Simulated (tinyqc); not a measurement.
Electrons shared among three sets of ellipsoidal valleys, step by step. Values are carried at full precision from step to step, so a last printed digit may differ when a step is redone from the rounded ones.

Constants: hbar^2/2m0 = 3.80998211 eV angstrom^2; kB = 8.617333262e-05 eV/K.

Parameters, chosen for this exercise (masses and offsets near those of Ge; mobilities are free inputs, held fixed; shifted at random, so the results belong to these values and not to a real crystal): ml = (1.654, 0.041, 0.88) m0 (longitudinal masses of L, Gamma, Delta); mt = (0.0814, 0.041, 0.2078) m0 (transverse masses); M = (4, 1, 6) (valleys in each set); T = 300 K; dE = (0, 0.164, 0.187) eV (edges of L, Gamma, Delta above the first); n = 1.8e+17 1/cm^3 (total electron density); mu = (3600, 17000, 970) cm^2/(V s) (mobility of each set).

## Masses of each set

One valley: m_d = (ml mt^2)^(1/3). Whole set: m_de = M^(2/3) m_d. Mean over three axes: 1/m_c = (1/ml + 2/mt)/3. Anisotropy K = ml/mt.

m_d, m_de, m_c (m0) and K of each set:
```
set       m_d    m_de     m_c      K
L      0.2221  0.5597  0.1192  20.32
Gamma  0.0410  0.0410  0.0410   1.00
Delta  0.3362  1.1101  0.2788   4.23
```

m_de/m_c is 4.70 for L, 1.00 for Gamma, 3.98 for Delta: many anisotropic valleys give many states at a light conductivity mass. m_c is the mean over three axes; a set that holds only some of the equivalent valleys conducts with a mass that depends on direction.

## Effective densities of states

N_i = M_i times N = 2 (m kB T/(4 pi c))^(3/2) with c = hbar^2/2m0, in 1/angstrom^3; times 1e24 for 1/cm^3, with m = (ml mt^2)^(1/3).

kT = 0.025852 eV

N_i (1/cm^3): L 1.0508e+19, Gamma 2.0833e+17, Delta 2.9350e+19

## Fermi level and populations

F_j(eta) = (1/Gamma(j + 1)) integral_0^infinity x^j dx/(1 + exp(x - eta)), which tends to exp(eta) for eta << 0.

Solve n = sum_i N_i F_1/2((EF - dE_i)/kT), energies from the edge of the first set.

EF = -0.1050 eV

eta_i: L -4.06, Gamma -10.41, Delta -11.30

n_i (1/cm^3): L 1.80e+17, Gamma 6.30e+12, Delta 3.64e+14

shares: L 0.9979, Gamma 0.0000, Delta 0.0020

L holds most electrons (99.8 %). Boltzmann weights N_i exp(-dE_i/kT) would give Gamma a share of 0.0000.

## Drift and Hall mobility of the mixture

With f_i the shares, mu_drift = sum f_i mu_i; low-field Hall mobility mu_H = sum f_i mu_i^2/mu_drift (scattering and anisotropy factors set to 1); the Hall density is n mu_drift/mu_H; rho = 1/(e n mu_drift), e = 1.602176634e-19 C.

mu_drift = 3595 cm^2/(V s)
mu_H = 3601 cm^2/(V s)
Hall density = 1.80e+17 1/cm^3
rho = 0.00964 ohm cm

A Hall measurement would read 99.8 % of the true density.

## Checks

- Share of Gamma at n = 1e10 1/cm^3 against the Boltzmann weight: both 3.477e-05.

tinyqc: `OMP_NUM_THREADS=1 python tinyqc.py 1651699 1651700 out.jsonl`; about 0.02 s, one thread, shared Intel(R) Xeon(R) Processor @ 2.30GHz.
